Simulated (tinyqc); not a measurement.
# Free and trapped electrons in a MOS channel with a dense trap tail: effects of single changes

p-type body, charge-sheet picture, full ionisation (an idealisation for deep acceptors), Boltzmann statistics for free electrons. e = Ec - EF at the surface. Acceptor-like traps of density D(E) = D0 + De exp(-E/Ew) at depth E below Ec, from 0 to Eu, hold n_t = integral of D(E)/(1 + exp((e - E)/Vt)). psi = Eg - Vt ln(Nv/Na) - e; N_dep = sqrt(2 eps0 eps_r Na (psi - Vt)/q); n_f = sqrt(N_dep^2 + 2 eps0 eps_r Vt Nc exp(-e/Vt)/q) - N_dep; Vg = Vfb + psi + q (N_dep + n_t + n_f)/Cox, Cox = eps0 eox/tox.

Values chosen for this exercise; band and dielectric values close to those of gallium nitride: temperature T = 300 K; band gap Eg = 3.36 eV; relative permittivity eps_r = 9.61; conduction-band density of states at T Nc = 2.29e18 cm^-3; valence-band density of states at T Nv = 4.66e19 cm^-3; relative permittivity of the insulator eox = 3.9; insulator thickness tox = 51 nm; acceptor density Na = 9.6e15 cm^-3; flat-band voltage without trapped charge Vfb = -2.55 V; constant background density of acceptor-like traps D0 = 9.5e10 cm^-2 eV^-1; density of the tail at the conduction edge De = 3.4e12 cm^-2 eV^-1; decay energy of the tail Ew = 0.13 eV; depth below Ec down to which the traps reach Eu = 0.65 eV; mobility of free electrons mf = 80 cm^2/(V s).

Constants: q = 1.602176634e-19 C, kB = 1.380649e-23 J/K, Vt = kB T/q, eps0 = 8.8541878128e-14 F/cm where lengths are in cm. Results are converted to the units shown.

Each table varies one quantity; the others keep the values above.

## Free and trapped charge against gate voltage

Free share n_f/(n_f + n_t); swing ln 10 n_f/(dn_f/dVg); field-effect mobility mf q (dn_f/dVg)/Cox, for a constant mf; oxide field q (N_dep + n_t + n_f)/(eps0 eox).

Result of one run:
columns A: Vg (V); B: e (eV); C: n_f (cm^-2); D: n_t (cm^-2); E: free share (%); F: swing (mV/decade); G: field-effect mobility (cm^2/(V s)); H: oxide field (MV/cm)
```
A          B         C         D      E     F      G       H
3.6  0.01188  2.823e11  4.321e11  39.51  1902  64.69  0.5924
```

What becomes of these results when the gate voltage Vg is changed from 3.6 to 2.6 V, all else the same?

Result of the changed run:
columns A: Vg (V); B: e (eV); C: n_f (cm^-2); D: n_t (cm^-2); E: free share (%); F: swing (mV/decade); G: field-effect mobility (cm^2/(V s)); H: oxide field (MV/cm)
```
A          B         C         D      E      F      G       H
2.6  0.07990  2.513e10  3.015e11  7.694  481.6  22.75  0.4097
```

The whole series:
columns A: Vg (V); B: e (eV); C: n_f (cm^-2); D: n_t (cm^-2); E: free share (%); F: swing (mV/decade); G: field-effect mobility (cm^2/(V s)); H: oxide field (MV/cm)
```
A           B         C         D         E        F         G       H
1.6    0.3665   4.135e5  5.211e10  7.935e-4    117.5  0.001533  0.2698
2.6   0.07990  2.513e10  3.015e11     7.694    481.6     22.75  0.4097
3.6   0.01188  2.823e11  4.321e11     39.51     1902     64.69  0.5924
4.6  -0.01597  6.539e11  4.687e11     58.25     3852     73.99  0.7830
5.6  -0.03357  1.054e12  4.827e11     68.58     5976     76.84  0.9757
6.6  -0.04652  1.463e12  4.893e11     74.94     8174     78.01   1.169
7.6  -0.05679  1.877e12  4.928e11     79.20  1.041e4     78.59   1.363
8.6  -0.06532  2.293e12  4.950e11     82.25  1.266e4     78.92   1.558
9.6  -0.07262  2.710e12  4.964e11     84.52  1.493e4     79.13   1.752
```

n_f reaches 1e11 cm^-2 at Vg = 3.00 V, against 2.11 V without traps. The free share rises from 7.93e-4 to 84.5 % and the field-effect mobility rises from 0.00153 to 79.1 cm^2/(V s), although mf = 80 is constant: in the last row 98.9 % of Cox dVg goes into free electrons. The swing in the first row is 118 mV a decade (Vt ln 10 = 59.5). For Vg = 3.6, 4.6, 5.6, 6.6, 7.6, 8.6, 9.6 EF lies less than 2 Vt below the band edge, or above it, where degeneracy and confinement, left out, matter.

## Effect of the decay energy of the tail

VT is the Vg for n_f = 1e11 cm^-2; swing ln 10 n_f/(dn_f/dVg) at n_f = 1e8 cm^-2; the last three columns are for Vg = VT + 4.1 V, with free share n_f/(n_f + n_t) and field-effect mobility mf q (dn_f/dVg)/Cox; there EF is near the band edge, where Boltzmann statistics are rough.

Result of one run:
columns A: Ew (eV); B: e at VT (eV); C: VT (V); D: q n_t/Cox at VT (V); E: swing (mV/decade); F: n_f (cm^-2); G: free share (%); H: field-effect mobility (cm^2/(V s))
```
A           B      C       D      E         F      G      H
0.09  0.04240  2.712  0.6023  132.9  1.680e12  82.40  78.40
```

What becomes of these results when the decay energy of the tail Ew is changed from 0.09 to 0.13 eV, all else the same?

Result of the changed run:
columns A: Ew (eV); B: e at VT (eV); C: VT (V); D: q n_t/Cox at VT (V); E: swing (mV/decade); F: n_f (cm^-2); G: free share (%); H: field-effect mobility (cm^2/(V s))
```
A           B      C       D      E         F      G      H
0.13  0.04240  2.997  0.8883  178.7  1.668e12  77.25  78.34
```

The whole series:
columns A: Ew (eV); B: e at VT (eV); C: VT (V); D: q n_t/Cox at VT (V); E: swing (mV/decade); F: n_f (cm^-2); G: free share (%); H: field-effect mobility (cm^2/(V s))
```
A           B      C       D      E         F      G      H
0.03  0.04240  2.337  0.2278  88.24  1.722e12  91.60  78.63
0.05  0.04240  2.446  0.3370  95.77  1.702e12  88.35  78.52
0.07  0.04240  2.574  0.4647  111.8  1.689e12  85.28  78.45
0.09  0.04240  2.712  0.6023  132.9  1.680e12  82.40  78.40
0.11  0.04240  2.854  0.7446  155.9  1.673e12  79.73  78.37
0.13  0.04240  2.997  0.8883  178.7  1.668e12  77.25  78.34
0.15  0.04240  3.140   1.030  200.5  1.665e12  74.98  78.32
0.17  0.04240  3.279   1.169  220.8  1.661e12  72.91  78.30
```

As Ew goes from 0.03 to 0.17, VT rises from 2.34 to 3.28 V, its part due to traps rises from 0.228 to 1.17 V, the swing rises from 88.2 to 221 mV/decade and the field-effect mobility stays near 78.4 cm^2/(V s). In every row e is under 2 Vt already at VT, so VT too is rough.

tinyqc, about 0.04 s, one thread, Intel Xeon 2.30GHz (shared host): `OMP_NUM_THREADS=1 python tinyqc.py 2222095 2222096 out.jsonl`
